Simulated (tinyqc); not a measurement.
## Gate work function from the charge

Problem. For an undoped double gate, Q = 8 eps0 eps_r Vt beta tan(beta)/ts with 0 < beta < pi/2, and at the source (Vg - dphi)/(2 Vt) - ln[(2/ts) sqrt(2 eps0 eps_r Vt/(q ni))] = ln(beta) - ln(cos beta) + 2 r beta tan(beta), r = eps_r tox/(eox ts). Find beta and dphi.

Inputs (values chosen for the exercise); material values close to those of germanium:
```
symbol  value  unit                                      meaning
T         400     K                                  temperature
eps_r    15.7         relative permittivity of the semiconductor
eox      3.82        relative permittivity of the gate insulator
tox       2.1    nm                          insulator thickness
ts          8    nm                               body thickness
Vg       1.15     V                                 gate voltage
```

Constants: q = 1.602176634e-19 C, kB = 1.380649e-23 J/K, Vt = kB T/q, eps0 = 8.8541878128e-14 F/cm where lengths are in cm. Results are converted to the units shown.

Qs = 1749.2656 nC/cm^2
ni = 9.8986429e14 cm^-3

Solution. beta tan(beta) rises from 0 without bound on the interval, so the charge fixes beta; the second relation is then explicit in dphi. At this charge the surface density passes 0.3 Nc, so the classical Boltzmann model is only formal.

beta = 1.24
dphi = 0.230 V

tinyqc, about 0.02 s, one thread, Intel Xeon 2.30GHz (shared host): `OMP_NUM_THREADS=1 python tinyqc.py 2440012 2440013 out.jsonl`
